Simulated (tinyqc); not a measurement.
Bottom-up copper filling of a trench by curvature-enhanced accelerator coverage. From one set of inputs to another, one input at a time. Computed by tinyqc, a small Python program. Command: `OMP_NUM_THREADS=1 python tinyqc.py 3011181 3011182 out.jsonl superfill ladder`. One thread of a shared host (Intel(R) Xeon(R) Processor @ 2.30GHz), about 0.2 s of CPU time with the checks.

A rectangular trench keeps vertical walls and a flat floor. An accelerator floats on the surface; where area is lost in the corners it is passed on to the floor.

The inputs printed are set A. Inputs not listed in the table keep their values of set A, so the rows need not describe a real material.

Inputs (values chosen for the exercise, close to those used for damascene copper plating): trench width w = 270 nm; aspect ratio h/w = 2.3; exchange current of the suppressed surface i_0 = 0.046 mA/cm^2; exchange current of the accelerated surface i_1 = 1.2 mA/cm^2; transfer coefficient alpha = 0.39; overpotential eta = 0.15 V; starting coverage theta_0 = 0.0084; adsorption rate k_a = 0 1/s; cupric ion concentration C = 0.49 mol/l; diffusivity D = 5.6e-06 cm^2/s; boundary layer delta = 65 um; temperature T = 298 K.

Constants: e = 1.602176634e-19 C; N_A = 6.02214076e+23 1/mol; k_B = 8.617333262e-05 eV/K.

Method. Kinetic current i_k = [i_0 (1 - theta) + i_1 theta] exp(alpha eta/(k_B T)), limit i_L = 2 F D C/delta, i = 1/(1/i_k + 1/i_L); velocity v = i Omega/(2F), Omega = 7.11 cm^3/mol, F = e N_A. Depletion inside the trench is ignored. Half width x, floor height y, depth h = aspect ratio x w. dx/dt = -v_s, dy/dt = v_b. d theta_b/dt = k_a (1 - theta_b) + [theta_s v_b + theta_b v_s]/x: the floor takes the accelerator of the wall it covers and keeps its own as it narrows. d theta_s/dt = k_a (1 - theta_s). theta_b is capped at 1. Integrate (tolerance 1e-9) until the walls meet (x = 0.02 w/2) or the floor passes the original mouth y = h. Start: x = w/2, y = 0, theta_b = theta_s = theta_0. Height filled = y/h, opening left = x/(w/2).

Each row keeps all changes above it:
```
input moved                                                 from    to  time at the end (s)  opening left, as a share of w  share of the height filled from the floor
set A                                                          -     -               665.14                           0.02                                    0.48828
boundary layer delta (um)                                     65    26               662.49                           0.02                                    0.49830
cupric ion concentration C (mol/l)                          0.49  0.89               661.70                           0.02                                    0.50153
exchange current of the accelerated surface i_1 (mA/cm^2)    1.2   2.6               546.51                           0.02                                    0.83914
exchange current of the suppressed surface i_0 (mA/cm^2)   0.046  0.04               599.28                           0.02                                    0.92757
trench width w (nm)                                          270   300               665.87                           0.02                                    0.92757
aspect ratio h/w                                             2.3   2.8               665.87                           0.02                                    0.76193
overpotential eta (V)                                       0.15  0.19               363.20                           0.02                                    0.74508
```

Which inputs carry the difference?

Time at the end goes from 665 to 363, a factor 0.546 in all. The largest single move comes from overpotential eta (a factor 0.545), and trench width w works against it (a factor 1.11). Share of the height filled from the floor goes from 0.488 to 0.745, a factor 1.53 in all. The largest single move comes from exchange current of the accelerated surface i_1 (a factor 1.67), and aspect ratio h/w works against it (a factor 0.821). The single moves hold for this order of the switches; the total does not depend on the order.

Caution (all rows): real profiles develop slanted corners, and accelerator is consumed; both are left out.

Extremes, crossings and ranges named in words are read from the listed rows.
